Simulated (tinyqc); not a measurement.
Inside a calculation: six-band Luttinger-Kohn model with strain. Values are carried at full precision from step to step, so a last printed digit may differ when a step is redone from the rounded ones.

Constants: hbar^2/2m0 = 3.80998211 eV angstrom^2.

Values chosen for the exercise (near those of Si; shifted at random, so the results belong to these values and not to a real crystal): C11 = 165 GPa; C12 = 63.4 GPa; C44 = 78.8 GPa; load = uniaxial [001] (kind of stress); X = -1.74 GPa (stress); Dso = 0.044 eV (spin-orbit splitting); g1 = 4.28 (Luttinger gamma1); g2 = 0.34 (gamma2); g3 = 1.44 (gamma3); av = 2.46 eV (valence hydrostatic potential); b = -2.12 eV (tetragonal shear potential); d = -4.8 eV (trigonal shear potential); k = (0.033, 0.004, 0) 1/angstrom (wave vector); kmax = 0.1 1/angstrom (end of the path).

## Strain from a uniaxial [001] stress

s11 = (C11 + C12)/((C11 - C12)(C11 + 2 C12)), s12 = -C12/((C11 - C12)(C11 + 2 C12)), s44 = 1/C44; exx = s11 sxx + s12 (syy + szz) and cyclic, exy = s44 sxy/2; tension is positive. A uniaxial stress X along the unit vector n is s_ij = X n_i n_j.

s11, s12, s44 (1/TPa): 7.7040  -2.1385  12.6904

strain tensor:
```
          x         y          z
x  0.003721  0.000000   0.000000
y  0.000000  0.003721   0.000000
z  0.000000  0.000000  -0.013405
```

The volume changes by -0.596 %; there is no shear in the cubic axes, so d does not enter.

## The terms P, Q, R, S at one k

P = c g1 k^2 - av tr(e); Q = c g2 (kx^2 + ky^2 - 2 kz^2) - (b/2)(exx + eyy - 2 ezz); R = c sqrt3 [-g2 (kx^2 - ky^2) + 2i g3 kx ky] + (sqrt3/2) b (exx - eyy) - i d exy; S = 2 c sqrt3 g3 (kx - i ky) kz - d (exz - i eyz); c = hbar^2/2m0, e the strain tensor (not engineering shear).

Form the four terms.

Terms (eV):
```
term             from k  from strain
P               0.01802      0.01467
Q               0.00143      0.03631
R     -0.00241+0.00251i      0.00000
S               0.00000      0.00000
```

## The Hamiltonian

Six-band Luttinger-Kohn model in the basis |3/2,3/2>, |3/2,1/2>, |3/2,-1/2>, |3/2,-3/2>, |1/2,1/2>, |1/2,-1/2>, electron energies, zero at the top of the unstrained valence band. H = -[rows: (P+Q, -S, R, 0, -S/r2, r2 R); (-S*, P-Q, 0, R, -r2 Q, r32 S); (R*, 0, P-Q, S, r32 S*, r2 Q); (0, R*, S*, P+Q, -r2 R*, -S*/r2); (-S*/r2, -r2 Q, r32 S, -r2 R, P+Dso, 0); (r2 R*, r32 S*, r2 Q, -S/r2, 0, P+Dso)], r2 = sqrt(2), r32 = sqrt(3/2). Levels are twofold.

Each term is the sum of its two parts.

H(k) (eV):
```
                 3/2,3/2         3/2,1/2        3/2,-1/2         3/2,-3/2          1/2,1/2        1/2,-1/2
3/2,3/2          -0.0704               0  0.0024-0.0025i                0                0  0.0034-0.0035i
3/2,1/2                0          0.0051               0   0.0024-0.0025i           0.0534               0
3/2,-1/2  0.0024+0.0025i               0          0.0051                0                0         -0.0534
3/2,-3/2               0  0.0024+0.0025i               0          -0.0704  -0.0034-0.0035i               0
1/2,1/2                0          0.0534               0  -0.0034+0.0035i          -0.0767               0
1/2,-1/2  0.0034+0.0035i               0         -0.0534                0                0         -0.0767
```

## Levels and their make-up

Diagonalise H. The weights add +m and -m and are averaged over each pair; m is taken along z.

levels from the top, each twofold (eV): 0.0314  -0.0694  -0.1041

weights:
```
               top  second  third
|3/2,+-3/2>  0.000   0.970  0.030
|3/2,+-1/2>  0.804   0.005  0.191
|1/2,+-1/2>  0.196   0.026  0.779
```

The top pair is 80 % |3/2,+-1/2>, the second pair is 97 % |3/2,+-3/2> and the third pair is 78 % |1/2,+-1/2>.

## Band edges at k = 0
Diagonalise H at k = 0. The weights add +m and -m (m along z) and are averaged over each pair.

edges from the top (eV): 0.0467  -0.0510  -0.0837

weights at k = 0:
```
               top  second  third
|3/2,+-3/2>  0.000   1.000  0.000
|3/2,+-1/2>  0.808   0.000  0.192
|1/2,+-1/2>  0.192   0.000  0.808
```

The stress splits the top two pairs by 97.6 meV, 3.78 times kT at 300 K (25.85 meV); the third lies 130.4 meV below the top, against Dso = 44 meV without stress.

## The edges in closed form

With R = S = 0: P = -av tr(e), Q = -(b/2)(exx + eyy - 2 ezz), W = sqrt(Dso^2 + 2 Dso Q + 9 Q^2); E(HH) = -P - Q, E(LH) and E(SO) = -P + (Q - Dso +/- W)/2. Without the coupling to the split-off band E(LH) = -P + Q.

P = 0.01467 eV
Q = 0.03631 eV
W = 0.13036 eV

E(HH), E(LH), E(SO) (eV): -0.0510  0.0467  -0.0837

E(LH) without the coupling = 0.0216 eV

The light-hole edge is on top. The coupling raises the light-hole edge by 25.0 meV; to lowest order it is 2 Q^2/Dso = 59.9 meV, with |Q|/Dso = 0.83.

## Hole masses at the edges

Curvature at k = 0: m/m0 = -2 c h^2/(E(h u) + E(-h u) - 2 E(0)) with h = 0.0002 1/angstrom along the unit vector u.

Hole masses (m0):
```
direction    top  second  third
[110]      0.276   0.216  0.218
[1-10]     0.276   0.216  0.218
[100]      0.276   0.216  0.218
[001]      0.179   0.278  0.274
```

Of the directions listed, the top pair is lightest along [001] (0.179) and heaviest along [110], [1-10] and [100] (0.276). These masses hold only for hole energies well below the splitting of 98 meV.

## Bands along [100] and [001]

Six points from 0 to kmax in each direction.

Levels (eV):
```
direction  |k| (1/angstrom)      top   second    third  top, no stress  second, no stress
[100]                 0.000   0.0467  -0.0510  -0.0837          0.0000             0.0000
[100]                 0.020   0.0411  -0.0579  -0.0908         -0.0055            -0.0075
[100]                 0.040   0.0246  -0.0780  -0.1128         -0.0219            -0.0294
[100]                 0.060  -0.0030  -0.1093  -0.1518         -0.0494            -0.0636
[100]                 0.080  -0.0416  -0.1504  -0.2092         -0.0878            -0.1075
[100]                 0.100  -0.0911  -0.2014  -0.2847         -0.1372            -0.1603
[001]                 0.000   0.0467  -0.0510  -0.0837          0.0000             0.0000
[001]                 0.020   0.0382  -0.0565  -0.0893         -0.0055            -0.0075
[001]                 0.040   0.0126  -0.0729  -0.1060         -0.0219            -0.0294
[001]                 0.060  -0.0298  -0.1004  -0.1340         -0.0494            -0.0636
[001]                 0.080  -0.0888  -0.1388  -0.1735         -0.0878            -0.1075
[001]                 0.100  -0.1636  -0.1881  -0.2255         -0.1372            -0.1603
```

## Checks

- Levels against the same model in the basis X, Y, Z times spin: they agree to 1e-10 or better.
- Closed-form edges against the diagonalisation: they agree to 1e-10 or better.

tinyqc: `OMP_NUM_THREADS=1 python tinyqc.py 1081514 1081515 out.jsonl`; about 0.2 s, one thread, shared Intel(R) Xeon(R) Processor @ 2.30GHz.
